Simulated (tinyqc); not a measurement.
Thermal stress and diffusional relaxation in a metal film: Coble and Nabarro-Herring creep, cooling and holds: one step, computed by the program tinyqc. Command: `OMP_NUM_THREADS=1 python tinyqc.py 3000489 3000490 out.jsonl creep walk`. One thread of a shared host (Intel(R) Xeon(R) Processor @ 2.30GHz), about 0.08 s of CPU time with the checks.

A thin film on a rigid substrate is stress-free at T0. Tension is positive and the film creeps linearly: d sigma/dt = -M (mismatch) dT/dt - sigma/tau.

Task: Creep at the hold temperature. Creep rate per stress: Nabarro-Herring 14 D Omega/(k_B T d^2), Coble (14 pi) delta D_b Omega/(k_B T d^3), with D = D0 exp(-E/(k_B T)), delta D_b = (delta D_b)0 exp(-E_b/(k_B T)); 1/tau = M x (sum of both)/2 (biaxial strain rate is half the uniaxial one). Temperatures in kelvin are T(C) + 273.15. sigma(t) = sigma_0 exp(-t/tau), relaxed part sigma_0 - sigma(t); the grain size where both mechanisms are equal is pi delta D_b/D.

Inputs (values chosen for the exercise, modelled on silver films on silicon): biaxial modulus M = 121 GPa; atomic volume Omega = 17 angstrom^3; lattice prefactor D0 = 3.2e-05 m^2/s; lattice energy E = 1.94 eV; boundary prefactor (delta D_b)0 = 6.2e-15 m^3/s; boundary energy E_b = 0.919 eV; grain size d = 0.42 um; stress-free temperature T0 = 250 C; hold temperature T = 220 C; hold time t = 0.01 h.

stress after a quench sigma_0 = 59.169 MPa

Constants: k_B = 1.380649e-23 J/K; k_B = 8.617333262e-05 eV/K.

Give: Nabarro-Herring rate; Coble rate; relaxation time tau; stress after the hold; stress relaxed during the hold; crossover grain size.

Result:

Nabarro-Herring rate = 9.4670e-20 1/(Pa s)

Coble rate = 3.7285e-12 1/(Pa s)

relaxation time tau = 0.0012314 h

stress after the hold = 0.017594 MPa

stress relaxed during the hold = 59.151 MPa

crossover grain size = 1.6541e+07 um

Coble creep is 3.9e7 times as fast as Nabarro-Herring creep at this grain size. The crossover size is formal, far above any film grain. Caution: bulk creep laws overstate relaxation in a bonded film, where the substrate constrains boundary diffusion, and dislocation glide is left out.
